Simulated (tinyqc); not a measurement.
Photoconductance decay in a wafer: bulk and surface recombination modes, and iron detection by pair splitting: one step, computed by the program tinyqc.

Both faces of the wafer have the same S; injection is low and all coefficients are constant. x runs from -W/2 to W/2.

Question. Decay rates of the even modes. Even modes cos(a x) obey b tan b = S W/(2 D) with b = a W/2, odd modes sin(a x) obey -b cot b = S W/(2 D); each decays at the rate 1/tau_b + D a^2.

Inputs (values chosen for the exercise, modelled on p-type silicon):
```
quantity                          value         unit
thickness W                         725   micrometre
diffusivity D                      27.7       cm^2/s
bulk lifetime tau_b without iron    5.4  microsecond
surface recombination velocity S    3.6         cm/s
```

Give: the table «The first four even modes: b, surface rate and decay time» with the columns b_n, surface rate D a^2 (1/s), decay time (microsecond), for n = 0, 1, 2, 3.

Answer.

The first four even modes: b, surface rate and decay time:
```
n     b_n  surface rate D a^2 (1/s)  decay time (microsecond)
0  0.0686                9.9155e+01                    5.3971
1  3.1431                2.0825e+05                    2.5417
2  6.2839                8.3239e+05                    0.9827
3  9.4253                1.8726e+06                    0.4860
```
